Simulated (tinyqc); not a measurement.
Binding against well width: donor or exciton in a quantum well (variational effective-mass method). Computed by tinyqc, a small Python program. Command: `OMP_NUM_THREADS=1 python tinyqc.py 3008827 3008828 out.jsonl welldonor walk`. One thread of a shared host (Intel(R) Xeon(R) Processor @ 2.30GHz), about 0.06 s of CPU time with the checks.

H = -nabla^2 - 2/|r - r_i| + V(z) in effective units; trial function psi = f(z) exp(-|r - r_i|/lambda), f the ground state of the well. Mass and screening are the same in well and barrier; l = L/a* is the width in effective units. Bands are flat: no polarisation or applied field.

Inputs (values chosen for the exercise, modelled on ZnSe):

| quantity | value | unit |
|---|---|---|
| electron mass m | 0.153 | m_0 |
| dielectric constant eps | 9.37 | - |
| well width L | 12 | nm |
| donor position z_i/L from the centre | 0.4 | - |

Centre: donor. Barriers: infinite.

Constants: Ry = 13.605693123 eV; a_0 = 0.529177210903 angstrom; hbar^2/(2 m_0) = 3.80998212 eV angstrom^2.

Method:
- Ry* = Ry m/eps^2, a* = a_0 eps/m; l = L/a*.
- k = pi/l; f = cos(k z) inside and zero outside; subband energy k^2 Ry*.
- Binding E_b(lambda) = -1/lambda^2 + 4 A/(lambda B), with A = int f^2 exp(-2 s/lambda) dz, B = int f^2 exp(-2 s/lambda)(1 + 2 s/lambda) dz and s = |z - z_i|; 40 Gauss-Legendre points on each piece between the walls at z = -l/2 and l/2 and z_i.
- Each row maximises over lambda (golden section, 0.3 to 4).

a* = 3.24078 nm

Ry* = 23.7101 meV

Against width:

| L (nm) | lambda (a*) | binding (Ry*) | binding (meV) |
|---|---|---|---|
| 0.96 | 0.8025 | 2.3476 | 55.662 |
| 1.80 | 0.9649 | 1.8490 | 43.840 |
| 3.60 | 1.2021 | 1.3484 | 31.970 |
| 6.60 | 1.4332 | 0.9943 | 23.576 |
| 12.00 | 1.5716 | 0.7406 | 17.559 |
| 22.00 | 1.3174 | 0.6143 | 14.565 |
| 38.00 | 1.0161 | 0.6937 | 16.447 |

What does the comparison show, and why?

The binding is largest in the narrowest well, 2.348 Ry* at 0.96 nm, on the way to 4. In the widest well it is 0.694 Ry*; below 1 because the donor is off centre, where the envelope is small. In the narrow rows the confinement energy passes real barrier heights: infinite walls and a parabolic band fail, and with real barriers the binding peaks and falls.

Extremes, crossings and ranges named in words are read from the listed rows.
